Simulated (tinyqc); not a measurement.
Resistance of a source-drain extension with a graded tip: one step of the calculation.

y runs along the channel, the gate covers y > 0. The doping is N0 for y < y0 and N0 10^(-(y - y0)/la) beyond, uniform over the depth xj. Sheet conductance s(y) = q mu(N) max(N - Nch, 0) xj + (for y > 0) ma Cox Vo, with mu(N) = u0 + (u1 - u0)/(1 + (N/Nr)^au) and Cox = eps0 eox/tox. Current is taken as one-dimensional; depletion of the tip, spreading and the contact are left out. The metallurgical junction lies at yj, where N = Nch.

Question. Sheet resistances and junction position. yj = y0 + la log10(N0/Nch); sheet resistance of the full extension 1/[q mu(N0)(N0 - Nch) xj] and of the gate-induced layer 1/(ma Cox Vo); metallurgical length Lg - 2 yj; ye is where the doped and the gate-induced conductances are equal.

Parameters, values chosen for the exercise; mobility law close to that of electrons in silicon:
- eox = 21.9 (relative permittivity of the gate insulator (close to hafnium oxide))
- tox = 4.5 nm (insulator thickness)
- N0 = 5.9e19 cm^-3 (active doping of the extension far from the gate)
- la = 3.4 nm/decade (lateral abruptness)
- y0 = 2.1 nm (position under the gate where the fall begins (gate edge at 0))
- xj = 25 nm (depth of the extension)
- Nch = 3.6e18 cm^-3 (channel doping)
- Vo = 0.74 V (gate overdrive)
- ma = 100 cm^2/(V s) (mobility of the gate-induced layer)
- u1 = 1414 cm^2/(V s) (mobility at low doping)
- u0 = 68.5 cm^2/(V s) (mobility at high doping)
- Nr = 9.2e16 cm^-3 (reference doping)
- au = 0.711 (exponent)
- Lg = 45 nm (gate length)

Constants: q = 1.602176634e-19 C, eps0 = 8.8541878128e-14 F/cm where lengths are in cm. Results are converted to the units shown.

Wanted: yj; sheet resistance of the extension; sheet resistance of the induced layer; metallurgical length; ye; N at ye.

Answer.

yj = 6.2295 nm
sheet resistance of the extension = 549.91 ohm/square
sheet resistance of the induced layer = 3136.1 ohm/square
metallurgical length = 32.541 nm
ye = 4.6274 nm
N at ye = 1.0654e19 cm^-3

The gate takes over 1.60 nm before the junction, where N is still 2.96 times the channel doping.

Numbers from tinyqc (`OMP_NUM_THREADS=1 python tinyqc.py 2282280 2282281 out.jsonl`; about 0.03 s on one thread of a shared Intel Xeon 2.30GHz).
